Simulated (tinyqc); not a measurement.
Capacitance measurement on a leaky thin oxide: effects of series resistance and leakage: readings against frequency.

The device is a capacitance C in parallel with a leakage conductance G, in series with Rs and Ls. An impedance meter reports either a parallel pair (Cp, Gp) from Y = 1/Z = Gp + i w Cp or a series pair (Cs, Rm) from Z = Rm + 1/(i w Cs); w = 2 pi f, dissipation D = Gp/(w |Cp|).

EOT = 3.9 tox/eox; CET = EOT + zc + zp; C = 3.9 eps0 A/CET; G = Jg A/Vs. Z = Rs + i w Ls + 1/(G + i w C); CET read from Cp = 3.9 eps0 A/Cp; errors under 0.001 % are printed as 0.

Inputs (values chosen for the exercise); values of the order met in thin-oxide MOS capacitors: relative permittivity of the gate insulator (close to silicon dioxide) eox = 3.9; insulator thickness tox = 2.8 nm; gate area A = 10000 um^2; oxide-equivalent thickness added by the accumulation layer zc = 0.38 nm; oxide-equivalent thickness added by gate depletion zp = 0.28 nm; gate leakage current density, not matched to the thickness Jg = 0.02 A/cm^2; voltage for an e-fold rise of the leakage Vs = 0.39 V; series resistance Rs = 55 ohm; series inductance Ls = 11 nH.

Constants: eps0 = 8.8541878128e-14 F/cm where lengths are in cm. Results are converted to the units shown.

The same in every row: C (pF) = 99.802.

Readings against frequency:

| f (Hz) | Cp (pF) | Cs (pF) | D | error of Cp (%) | error of Cs (%) | CET read from Cp (nm) |
|---|---|---|---|---|---|---|
| 1000 | 99.745 | 6774.5 | 8.1804 | -0.0564 | 6690 | 3.4620 |
| 3000 | 99.745 | 841.44 | 2.7269 | -0.0564 | 743 | 3.4620 |
| 10000 | 99.745 | 166.55 | 0.81838 | -0.0564 | 66.9 | 3.4620 |
| 30000 | 99.745 | 107.22 | 0.27371 | -0.0565 | 7.43 | 3.4620 |
| 1e5 | 99.744 | 100.47 | 0.085252 | -0.0575 | 0.669 | 3.4620 |
| 3e5 | 99.735 | 99.876 | 0.037615 | -0.0667 | 0.0747 | 3.4623 |
| 1e6 | 99.631 | 99.813 | 0.042671 | -0.171 | 0.0110 | 3.4659 |
| 3e6 | 98.727 | 99.841 | 0.10624 | -1.08 | 0.0398 | 3.4977 |
| 1e7 | 89.452 | 100.24 | 0.34721 | -10.4 | 0.435 | 3.8603 |
| 3e7 | 48.084 | 103.85 | 1.0769 | -51.8 | 4.06 | 7.1815 |

D goes from 8.18 through a minimum of 0.0376 (at f = 3e5 Hz among the rows listed) to 1.08; without inductance its minimum lies at f = sqrt(G (1 + G Rs)/Rs)/(2 pi C) = 4.87e5 Hz. The error of Cp goes from -0.0564 to -51.8 % and that of Cs from 6690 to 4.06 %; at low frequency Cp tends to C/(1 + G Rs)^2 and Cs grows as 1 + (G/(w C))^2. One of the two readings is within 2 % of C for f = 1000, 3000, 10000, 30000, 1e5, 3e5, 1e6, 3e6, 1e7 Hz. At the highest frequencies Ls raises both readings, by about w^2 Ls C in relative terms. For f = 1000, 3000, 3e7 D exceeds 1, where the accuracy of real meters degrades in proportion to sqrt(1 + D^2).

Program tinyqc, `OMP_NUM_THREADS=1 python tinyqc.py 2022186 2022187 out.jsonl`; Intel Xeon 2.30GHz, shared host, one thread, about 0.01 s.
